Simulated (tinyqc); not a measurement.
Schottky barrier on an n-type semiconductor, non-linear Poisson equation by Newton steps: course of the Newton iteration.

One dimension, metal at x = 0, donor density C(x) = Nd, uniform. Energies are counted from the electron Fermi level of the semiconductor and the conduction-band edge is Ec = -psi, so n = Nc exp(psi/Vt); holes follow the Fermi level of the metal, at -V, so p = Nv exp((V - psi - Eg)/Vt). Ends: psi(0) = V - phiB and psi = Vt ln(Nd/Nc) deep inside. Boltzmann statistics, full ionisation, no current, no image force in the Poisson equation.

a_i = eps0 eps_r/h_i for the interval from node i to i + 1, with h_i = x_(i+1) - x_i in cm.

Start: A straight line in x from psi_0 = V - phiB to psi_b = Vt ln(Nd/Nc).

n_i = Nc exp(psi_i/Vt), p_i = Nv exp((V - psi_i - Eg)/Vt), rho_i = p_i - n_i + C_i, g_i = (n_i + p_i)/Vt. Box widths w_i = (h_(i-1) + h_i)/2 in cm. Residual F_i = a_i (psi_(i+1) - psi_i) - a_(i-1) (psi_i - psi_(i-1)) + q rho_i w_i; Jacobian: a_(i-1) and a_i beside the diagonal, b_i = -a_(i-1) - a_i - q g_i w_i on it. The two end nodes are fixed.

Solve the tridiagonal system a_(i-1) d_(i-1) + b_i d_i + a_i d_(i+1) = -F_i for nodes 1 to 10, with d = 0 on fixed nodes. If the largest |d| exceeds 4 Vt, the whole step is scaled down so that it equals 4 Vt.

Stop when the largest undamped |d| is below 1e-9 V, or after 80 iterations.

Parameters, values chosen for the exercise; band and dielectric values close to those of cadmium telluride:

| symbol | value | unit | meaning |
|---|---|---|---|
| T | 300 | K | temperature |
| Eg | 1.5 | eV | band gap |
| eps_r | 10.3 |  | relative permittivity |
| Nc | 8.14e17 | cm^-3 | conduction-band density of states at T |
| Nv | 1.79e19 | cm^-3 | valence-band density of states at T |
| Nd | 1.8e17 | cm^-3 | donor density deep in the semiconductor |
| phiB | 0.75 | eV | barrier height |
| V | 0 | V | bias of the metal against the semiconductor |

Constants: q = 1.602176634e-19 C, kB = 1.380649e-23 J/K, Vt = kB T/q, eps0 = 8.8541878128e-14 F/cm where lengths are in cm. Results are converted to the units shown.

| node | x (nm) | donor density C (cm^-3) |
|---|---|---|
| 0 | 0 | 1.8e17 |
| 1 | 7.4 | 1.8e17 |
| 2 | 15.8 | 1.8e17 |
| 3 | 25.5 | 1.8e17 |
| 4 | 36.4 | 1.8e17 |
| 5 | 48.9 | 1.8e17 |
| 6 | 63.2 | 1.8e17 |
| 7 | 79.4 | 1.8e17 |
| 8 | 97.9 | 1.8e17 |
| 9 | 119 | 1.8e17 |
| 10 | 143 | 1.8e17 |
| 11 | 171 | 1.8e17 |

Course of the iteration:

| iteration | largest \|F\| (C/cm^2) | largest \|d\| (V) | at node |
|---|---|---|---|
| 1 | 7.42e-8 | 1.12 | 7 |
| 2 | 6.32e-8 | 0.886 | 7 |
| 3 | 4.53e-8 | 0.542 | 6 |
| 4 | 3.06e-8 | 0.255 | 5 |
| 5 | 1.68e-8 | 0.0843 | 4 |
| 6 | 1.67e-8 | 9.82e-3 | 6 |
| 7 | 2.08e-9 | 1.52e-3 | 6 |
| 8 | 3.81e-11 | 2.86e-5 | 6 |
| 9 | 1.29e-14 | 9.69e-9 | 6 |
| 10 | < 1e-20 | < 1e-12 | 6 |

Did this iteration meet its convergence test, and what does its course show?

Yes. Converged in 10 iterations. Once the step is below 0.1 Vt, 3 more iteration(s) reach the threshold: near the solution the error is roughly squared each time.

Range of the model: The donor density exceeds a fifth of the band density of states, where Boltzmann statistics begin to fail.

Program tinyqc, `OMP_NUM_THREADS=1 python tinyqc.py 2020011 2020012 out.jsonl`; Intel Xeon 2.30GHz, shared host, one thread, about 0.04 s.
